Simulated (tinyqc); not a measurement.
Charge pumping in an n-channel transistor: effect of temperature.

The gate is pulsed from accumulation to inversion and back. Energies E are counted from the intrinsic level; Dit(E) = D0 [1 + b (2 E/Eg)^2]. During each edge the traps near the bands emit their carriers, and those between Eh and Ee recombine once a cycle.

Nc and Nv are given at 250 K and scale as T^1.5, vth as T^0.5; Eg and the cross-sections are held. ni = sqrt(Nc Nv) exp(-Eg/(2 Vt)), Eg in volts; emission times te = (dV/Va) tf and th = (dV/Va) tr; Ee = -Vt ln(vth sn ni te), Eh = +Vt ln(vth sp ni th). Nit = integral of Dit from Eh to Ee = D0 [Ee - Eh + 4 b (Ee^3 - Eh^3)/(3 Eg^2)], Qcp = q A Nit, Icp = f Qcp.

Parameters, values chosen for the exercise; band and dielectric values close to those of germanium: band gap Eg = 0.662 eV; conduction-band density of states at 250 K Nc = 7.99e18 cm^-3; valence-band density of states at 250 K Nv = 4.58e18 cm^-3; gate area A = 1.3 um^2; trap density at midgap D0 = 7.2e11 cm^-2 eV^-1; rise of the trap density towards the band edges b = 0; cross-section for electrons sn = 3.3e-16 cm^2; cross-section for holes sp = 4.2e-15 cm^2; thermal velocity at 250 K, one nominal value for electrons and holes vth = 1.5e7 cm/s; Vth - Vfb dV = 0.97 V; pulse height Va = 2.7 V; frequency f = 4.8e5 Hz; rise time tr = 31 ns; fall time tf = 77 ns.

Constants: q = 1.602176634e-19 C, kB = 1.380649e-23 J/K, Vt = kB T/q. Results are converted to the units shown.

Result of one run:
```
Ee (eV)	Eh (eV)	Nit (cm^-2)	Icp (pA)
0.23696	-0.21162	3.2298e11	322.90
```

Which temperature T gave this result: 180, 220, 260, 300 or 380 K?

T = 180 K.

The whole series:
```
T (K)	Ee (eV)	Eh (eV)	Nit (cm^-2)	Icp (pA)
180	0.23696	-0.21162	3.2298e11	322.90
220	0.20846	-0.17748	2.7788e11	277.81
260	0.17869	-0.14209	2.3096e11	230.90
300	0.14786	-0.10562	1.8251e11	182.47
340	0.11611	-0.068238	1.3273e11	132.70
380	0.083544	-0.030040	8.1781e10	81.761
```

The window Ee - Eh shrinks from 0.449 to 0.114 eV, since emission is faster when hot, and Icp falls from 323 to 81.8 pA.

Range of the model: The Fermi levels of inversion and accumulation are taken to lie beyond Ee and Eh, the flat tops to fill all traps, and no geometric current is added.

Numbers from tinyqc (`OMP_NUM_THREADS=1 python tinyqc.py 2030089 2030090 out.jsonl`; about 0.01 s on one thread of a shared Intel Xeon 2.30GHz).
